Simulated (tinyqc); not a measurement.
Exciton band: Bethe-Salpeter matrix of a two-band chain (Tamm-Dancoff form).

One valence and one conduction band, lattice period 1, mesh k = 2 pi j/N. Pair energies D(k) = Eg + 2 t sum(1 - cos k), t = tc + tv. Screened attraction W(R) = U at R = 0 and V/|R| otherwise, R over the N cells with the nearest image; W(q) = sum_R W(R) cos(q R). H(k, k') = D(k) delta - W(k - k')/Nk + 2 J/Nk for singlets (J = 0 for triplets), Nk the number of k points. With a constant transition dipole the strength of a state is f = (sum_k A_k)^2/Nk, and the f sum to 1.

Inputs chosen for the exercise: Eg = 4.3 eV (quasiparticle gap); tc = 0.14 eV (conduction hopping); tv = 0.17 eV (valence hopping); U = 1.95 eV (attraction in the same cell); V = 0 eV (attraction at one cell distance); J = 0.21 eV (exchange in the same cell).

Triplets, solved in the electron-hole distance R on a ring of 60 cells, total momentum Q: D = Eg + 2 tc (1 - cos(k + Q/2)) + 2 tv (1 - cos(k - Q/2)), so the hopping in R has size |t(Q)| = sqrt(tc^2 + tv^2 + 2 tc tv cos Q) and the continuum starts at Eg + 2 (tc + tv) - 2 |t(Q)|.

Results:
```
Q/pi   |t(Q)| (eV)  continuum edge (eV)  exciton (eV)  binding (eV)  weight at R = 0
0.000       0.3100               4.3000        2.8738        1.4262            0.953
0.167       0.2995               4.3209        2.8801        1.4409            0.956
0.333       0.2689               4.3822        2.8972        1.4850            0.964
0.500       0.2202               4.4795        2.9209        1.5587            0.975
0.833       0.0853               4.7494        2.9626        1.7868            0.996
1.000       0.0300               4.8600        2.9691        1.8909            1.000
```

Give the missing row, Q/pi = 0.667.

Computed row:
```
Q/pi   |t(Q)| (eV)  continuum edge (eV)  exciton (eV)  binding (eV)  weight at R = 0
0.667       0.1572               4.6057        2.9448        1.6608            0.987
```

The exciton band is 0.0953 eV wide, against 0.5600 eV for the edge of the continuum: binding narrows it, since electron and hole must hop together. The binding grows from 1.426 to 1.891 eV as |t(Q)| falls. Between the first two rows the exciton rises 0.30 times as much as the edge, so it is heavier than the free pair.

Computed by tinyqc, a small Python program: `OMP_NUM_THREADS=1 python tinyqc.py 1282652 1282653 out.jsonl` (the numbers bound the seed that draws the inputs); one thread of a shared host (Intel(R) Xeon(R) Processor @ 2.30GHz), about 0.2 s for the whole set of steps.
